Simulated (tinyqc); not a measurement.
From results back to parameters: phonon-assisted absorption at an indirect gap. Three cases, with inputs chosen for the exercise.

Problem. One phonon: alpha = A [N (E - Eg + w)^2 + (N + 1)(E - Eg - w)^2], each term only above its threshold, N = 1/(exp(w/kB Tm) - 1). The first two energies lie below the emission threshold and the third above it.

Constants: kB = 8.617333262e-05 eV/K.

Case 1.

Values chosen (out of a larger set: loosely those of SiGe at room temperature; Eg is not tied to T; not measured data): Es = (0.922, 0.982, 1.042) eV (three photon energies); Tm = 300 K.

alpha at the three energies (1/cm): 0.2555422  3.969304  18.86933

Case 2.

Values chosen (out of a larger set: loosely those of SiC at room temperature; Eg is not tied to T; not measured data): Es = (3.19, 3.274, 3.343) eV (three photon energies); Tm = 400 K.

alpha at the three energies (1/cm): 0.3016624  4.700418  16.94426

Case 3.

Values chosen (out of a larger set: loosely those of Si at room temperature; Eg is not tied to T; not measured data): Es = (1.081, 1.151, 1.214) eV (three photon energies); Tm = 300 K.

alpha at the three energies (1/cm): 0.2448306  4.002910  18.24364

Find: slope sqrt(A N); threshold Eg - w; w; Eg; A.

Solution. sqrt(alpha) at the first two energies is a line with slope sqrt(A N) and intercept Eg - w. The excess at the third energy is A N exp(w/kB Tm) (E - (Eg - w) - 2w)^2, which has one root w with the emission threshold between the second and third energies.

Case 1.

slope sqrt(A N) = 24.78 1/(cm^(1/2) eV)
threshold Eg - w = 0.9016 eV
w = 50.4 meV
Eg = 0.952 eV
A = 3.7e+03 1/(cm eV^2)

Case 2.

slope sqrt(A N) = 19.27 1/(cm^(1/2) eV)
threshold Eg - w = 3.1615 eV
w = 70.5 meV
Eg = 3.232 eV
A = 2.5e+03 1/(cm eV^2)

Case 3.

slope sqrt(A N) = 21.51 1/(cm^(1/2) eV)
threshold Eg - w = 1.0580 eV
w = 58.0 meV
Eg = 1.116 eV
A = 3.9e+03 1/(cm eV^2)

Computed by tinyqc, one run a case: `OMP_NUM_THREADS=1 python tinyqc.py N N+1 out.jsonl` with N = 1682507, 1682519, 1682523; one thread of a shared Intel(R) Xeon(R) Processor @ 2.30GHz, about 0.01 s a run at most.
